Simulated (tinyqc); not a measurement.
Raising U: Hubbard chain of 3 sites, mean field against exact. Computed by the program tinyqc. Collinear unrestricted mean field (the lowest of 40 random starts) against exact diagonalisation.

one-body matrix (hopping and site energies) (eV):
```
         1        2        3
1   0.0000  -1.1800   0.0000
2  -1.1800   0.0000  -1.1800
3   0.0000  -1.1800   0.0000
```

electrons, up and down: 2  1

Exact and mean-field results (eV):
```
U          U/t   E exact  E mean field  mean |n_up - n_down|  double occupancy, exact  first gap in the sector
0.590    0.500  -2.98628      -2.97255                 0.367                    0.188                    1.587
1.180    1.000  -2.67098      -2.61770                 0.413                    0.168                    1.491
2.360    2.000  -2.14771      -1.96667                 0.556                    0.129                    1.284
3.540    3.000  -1.75271      -1.46652                 0.729                    0.096                    1.090
4.720    4.000  -1.45856      -1.13836                 0.837                    0.072                    0.928
7.080    6.000  -1.06995      -0.77512                 0.926                    0.042                    0.696
9.440    8.000  -0.83510      -0.58524                 0.958                    0.026                    0.549
14.160  12.000  -0.57437      -0.39195                 0.981                    0.013                    0.380
23.600  20.000  -0.35052      -0.23570                 0.993                 4.85e-03                    0.233
```

What does the comparison show, and why?

In absolute terms mean field is worst at U/t = 4.0, 0.320 eV too high: at small U it is nearly exact, and at large U it misses only exchange-scale energies. Relative to the exact energy its error is 0.5 % at the smallest U, 33 % at most and 33 % at the largest. The double occupancy falls from 0.188 to 0.005; at the largest U the first gap is 0.99 times the exchange scale 4t^2/U.
